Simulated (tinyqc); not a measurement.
The product rho l across metals: free and nearly free electrons in a metal.

Constants: hbar^2/2m0 = 3.80998211 eV angstrom^2; hbar = 6.58211957e-16 eV s.

Free electrons with m = 1; fcc cells hold 4 atoms and bcc cells 2; n = atoms z/a^3, kF = (3 pi^2 n)^(1/3), rho l = hbar kF/(n e^2), e = 1.602176634e-19 C. Inputs are chosen for the exercise.

Cases:
```
case     lattice  a (angstrom)  z  rho (micro-ohm cm)
near Na      bcc         4.199  1                5.14
near Au      fcc         4.111  1                2.38
near Cu      fcc         3.596  1                1.80
near Al      fcc         4.039  3                2.80
near Ag      fcc         4.066  1                1.65
near K       bcc         5.247  1                7.45
```

Rank the cases by rho l (1e-16 ohm m^2), lowest first.

Answer: near Al, near Cu, near Ag, near Au, near Na, near K.

Results:
```
case     lattice  a (angstrom)  z  rho (micro-ohm cm)  kF (1/angstrom)  EF (eV)  l (nm)  rho l (1e-16 ohm m^2)
near Na      bcc         4.199  1                5.14            0.928     3.28    27.5                  14.12
near Au      fcc         4.111  1                2.38            1.195     5.44    35.8                   8.52
near Cu      fcc         3.596  1                1.80            1.366     7.11    36.2                   6.52
near Al      fcc         4.039  3                2.80            1.754    11.72    14.1                   3.96
near Ag      fcc         4.066  1                1.65            1.208     5.56    50.5                   8.34
near K       bcc         5.247  1                7.45            0.743     2.10    29.6                  22.04
```

rho l falls as n^(-2/3): it is lowest for the case near Al and highest for near K. The lowest bulk rho belongs to near Ag; in very narrow wires, where rho l rules, the order changes. Real Fermi surfaces depart from spheres, most for the polyvalent and noble metals.

tinyqc: `OMP_NUM_THREADS=1 python tinyqc.py 1651470 1651471 out.jsonl`; about 0.01 s, one thread, shared Intel(R) Xeon(R) Processor @ 2.30GHz.
